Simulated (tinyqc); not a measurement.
Deal-Grove kinetics of thermal oxidation of silicon: one step, computed by the program tinyqc.

Oxidant diffuses through the oxide and reacts at the interface, so that dx/dt = B/(A + 2x) for the oxide thickness x.

Problem. Rate constants. B = B0 p exp(-E_B/(k_B T)), B/A = (B/A)0 p^m exp(-E_A/(k_B T)), p in atm; A = B/(B/A). Temperatures in kelvin are T(C) + 273.15.

Inputs (values chosen for the exercise, close to those used for silicon): prefactor B0 = 849 um^2/h; activation energy E_B = 1.22 eV; prefactor (B/A)0 = 5.56e+06 um/h; activation energy E_A = 2.01 eV; temperature T = 800 C; oxidant pressure p = 2 atm; pressure exponent m of B/A = 0.73.

Ambient: dry oxygen. Surface: (111).

Constants: k_B = 8.617333262e-05 eV/K.

Give: parabolic constant B; linear constant B/A; length A.

Solution.

parabolic constant B = 0.0031660 um^2/h

linear constant B/A = 0.0033525 um/h

length A = 0.94438 um

Reaction at the interface limits growth while x is well below A/2 = 0.472 um, diffusion once x is well above it.
